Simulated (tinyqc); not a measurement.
Inside a calculation. Model: thermal stress, cracking, delamination and buckling of a thin film; Griffith cracks and misfitting inclusions. Computed by tinyqc, a small Python program that keeps every step. Command: `OMP_NUM_THREADS=1 python tinyqc.py 3018980 3018981 out.jsonl filmcrack walk`. One thread of a shared host (Intel(R) Xeon(R) Processor @ 2.30GHz), about 0.01 s of CPU time with the checks. Intermediate numbers are printed to about 6 digits and carried at full precision; extremes and crossings named in words are read from the listed rows.

Isotropic linear elasticity; the substrate is much thicker than the film; stress is positive in tension.

Inputs (values chosen for the exercise, modelled on a GaN film on silicon):
```
quantity                          value        unit
film Young's modulus E              291         GPa
film Poisson ratio nu               0.2           -
film expansion alpha_f             5.66      1e-6/K
substrate expansion alpha_s         3.5      1e-6/K
deposition temperature T_d          925           K
final temperature T                 300           K
intrinsic stress                    640         MPa
film thickness h                    2.5  micrometre
film toughness Gamma_f             9.42       J/m^2
interface toughness Gamma_i         6.8       J/m^2
substrate Young's modulus E_s       144         GPa
substrate Poisson ratio nu_s       0.25           -
flaw half length a                  3.3  micrometre
substrate surface energy gamma_s      2       J/m^2
inclusion radius R                0.097  micrometre
```

Inclusion: sphere.

## Stress in the film

Thermal strain = (alpha_f - alpha_s)(T_d - T); stress = E/(1 - nu) x strain + intrinsic stress; plane-strain modulus Ebar = E/(1 - nu^2); G0 = stress^2 h/(2 Ebar) is the energy freed per area when a long strip loses its stress across its width.

thermal strain = 0.00135

film stress = 1131.06 MPa

Ebar = 303.125 GPa

G0 = 5.27547 J/m^2

The film ends in tension; the thermal part is 491 MPa.

## Elastic mismatch

Dundurs alpha = (Ebar - Ebar_s)/(Ebar + Ebar_s), with Ebar_s = E_s/(1 - nu_s^2). The channel-crack factor is taken as g = 1.258 (1 - alpha)^(-0.7), a rough interpolation chosen for the exercise (1.258 is the value for matched materials).

Dundurs alpha = 0.327385

factor g = 1.66052

A stiff film on a softer substrate opens wider and cracks more easily.

## Channel cracks and edge delamination

Channel crack through the film: G = pi g G0, critical thickness where G = Gamma_f. Steady delamination from an edge: G = G0, critical thickness where G = Gamma_i.

driving force for channelling = 27.5204 J/m^2

critical thickness for channelling = 0.855727 micrometre

critical thickness for delamination = 3.22246 micrometre

As the film thickens, channel cracking comes first. At h the film can fail by cracking.

## Griffith crack in the substrate

Through crack of length 2a in plane strain: K_Ic = sqrt(2 gamma_s E_s/(1 - nu_s^2)); fracture stress = K_Ic/sqrt(pi a). An edge crack of depth a has K larger by 1.1215.

toughness K_Ic = 0.783837 MPa m^0.5

fracture stress, inner crack = 243.441 MPa

fracture stress, edge crack = 217.067 MPa

The inner crack lowers the strength to 1.7 % of the ideal E_s/10.

## A misfitting inclusion

Film material fills a sphere of radius R in the substrate, with the misfit e = thermal strain (it wants to shrink if e > 0). Radial stress at the wall s0 = e/[(1 - 2 nu)/E + (1 + nu_s)/(2 E_s)]; inside it is uniform and hydrostatic; outside s_rr = s0 (R/r)^3, s_tt = -s_rr/2. Keep-out radius: where |s_rr| falls to 10 MPa (R if it is lower at the wall).

radial stress at the wall s0 = 210.867 MPa

mean stress inside = 210.867 MPa

keep-out radius = 0.267984 micrometre

The stress does not depend on R; its reach scales with R. Hydrostatic tension inside drives voids to form.

## Film, cylinder and sphere at the same misfit

Thermal misfit e alone, mean stress = trace/3 and largest difference of principal stresses inside. Film: E e/(1 - nu) in two directions, 0 in the third. Cylinder: s0 = (1 + nu) e/[(1 + nu)(1 - 2 nu)/E + (1 + nu_s)/E_s] twice and s_zz = E e + 2 nu s0. Sphere: e/[(1 - 2 nu)/E + (1 + nu_s)/(2 E_s)] three times.

Stresses inside (MPa):
```
shape          s1       s2       s3     mean  largest difference
film      491.062  491.062    0.000  327.375             491.062
cylinder  145.229  145.229  450.942  247.133             305.712
sphere    210.867  210.867  210.867  210.867               0.000
```

The mean stress in size is 327 MPa in the film, 247 in the cylinder and 211 in the sphere, while the largest difference, twice the largest shear stress, goes from 491 through 306 to 0. In a ductile solid shear can relax by slip and hydrostatic stress cannot.

Checks made by the program: fracture stress against the maximum of 4 a gamma - pi a^2 s^2/Ebar (relative difference 4e-09).
